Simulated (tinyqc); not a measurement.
Full spectrum, Debye and Einstein heat capacities: Born-von Karman spring model of a cubic crystal with one atom per cell. Computed by tinyqc, a small Python program. Command: `OMP_NUM_THREADS=1 python tinyqc.py 3021256 3021257 out.jsonl springs walk`. One thread of a shared host (Intel(R) Xeon(R) Processor @ 2.30GHz), about 0.2 s of CPU time with the checks.

First neighbours lie at a/2 (1,1,0) (12 of them), second at a (1,0,0) (6), with all permutations and signs; the volume per atom is Omega = a^3/4. Two shells of springs match a real metal only roughly, above all at the zone boundary.

Inputs (values chosen for the exercise, modelled on copper):

| quantity | value | unit |
|---|---|---|
| lattice constant a | 3.61 | angstrom |
| atomic mass M | 63.55 | u |
| radial spring k1L | 1.69 | eV/angstrom^2 |
| transverse spring k1T | -0.081 | eV/angstrom^2 |
| radial spring k2L | 0.02 | eV/angstrom^2 |
| transverse spring k2T | -0.0085 | eV/angstrom^2 |

Lattice: fcc.

Constants: 1 eV/angstrom^3 = 160.2176634 GPa; u = 1.6605390666e-27 kg; hbar = 1.054571817e-34 J s; k_B = 1.380649e-23 J/K; nu for 1 eV/(angstrom^2 u) = 15.6333042 THz; h x 1 THz = 4.135667696 meV; k_B = 8.617333262e-05 eV/K.

Method:
- [ij,kl] = (1/(2 Omega)) sum_R K_ij R_k R_l; C11 = [xx,xx], C44 = [xx,yy], C12 = 2 [xy,xy] - C44; B = (C11 + 2 C12)/3; Zener ratio A = 2 C44/(C11 - C12). K(R) = kL n n^T + kT (1 - n n^T).
- rho = M/Omega and v = sqrt(C/rho), with C = C11, C44, C44 along [100]; (C11 + C12 + 2 C44)/2, C44, (C11 - C12)/2 along [110]; (C11 + 2 C12 + 4 C44)/3 and twice (C11 - C12 + C44)/3 along [111].
- Christoffel matrix G_xx = C11 n_x^2 + C44 (1 - n_x^2), G_xy = (C12 + C44) n_x n_y, with eigenvalues rho v^2; v_m^-3 is the mean of v^-3 over three branches and all directions (12 Gauss-Legendre points in cos(theta) times 24 angles phi = (j + 1/2) pi/12); q_D = (6 pi^2/Omega)^(1/3); Theta = hbar v_m q_D/k_B.
- A neighbour at R with unit vector n couples by the matrix K(R) = kL n n^T + kT (1 - n n^T), and D(q) = (1/M) sum_R K(R) [1 - cos(q.R)].
- An eigenvalue lambda of D in eV/(angstrom^2 u) gives nu = 15.6333042 THz x sqrt(lambda).
- Mesh: q = sum_i (m_i + 1/2)/n b_i, m_i = 0..n-1, with b = [[-1, 1, 1], [1, -1, 1], [1, 1, -1]] in 2 pi/a; sums are averages over the n^3 points (here n = 14), per atom.
- With x = h nu/(k_B T) and n = 1/(exp(x) - 1) for each mode: F = k_B T [x/2 + ln(1 - exp(-x))], U = k_B T x (n + 1/2), S/k_B = x n - ln(1 - exp(-x)), C/k_B = x^2 n (n + 1).
- Debye: C = 9 k_B (T/Theta)^3 int_0^(Theta/T) x^4 e^x/(e^x - 1)^2 dx with the elastic Theta. Einstein: three modes at the root-mean-square frequency. The last column is the Theta that makes the Debye formula give the full C at that T.

elastic Debye temperature = 320.978 K

root-mean-square frequency = 4.8506 THz

Heat capacity (k_B/atom):

| T (K) | full spectrum | Debye | Einstein | Theta from C (K) |
|---|---|---|---|---|
| 39 | 0.5066 | 0.3856 | 0.2747 | 287.64 |
| 58 | 1.0978 | 0.9293 | 0.9056 | 291.33 |
| 80 | 1.6547 | 1.5037 | 1.5480 | 294.67 |
| 110 | 2.1379 | 2.0293 | 2.0926 | 297.08 |
| 160 | 2.5357 | 2.4734 | 2.5224 | 298.79 |
| 240 | 2.7785 | 2.7479 | 2.7755 | 299.74 |
| 320 | 2.8721 | 2.8543 | 2.8711 | 300.08 |
| 480 | 2.9421 | 2.9340 | 2.9419 | 300.33 |

What does the comparison show, and why?

The apparent Theta runs from 288 to 300 K against the elastic 321 K; at high T it tends to sqrt(5/3) h nu_rms/k_B = 301 K. At the lowest T the Debye value is 0.76 and the Einstein value 0.54 times the full one; dispersion bends the branches below the sound lines, so the real spectrum has more low modes than Debye assumes. At the highest T Debye misses by 0.28 % and Einstein by 0.0070 %.

Extremes, crossings and ranges named in words are read from the listed rows.
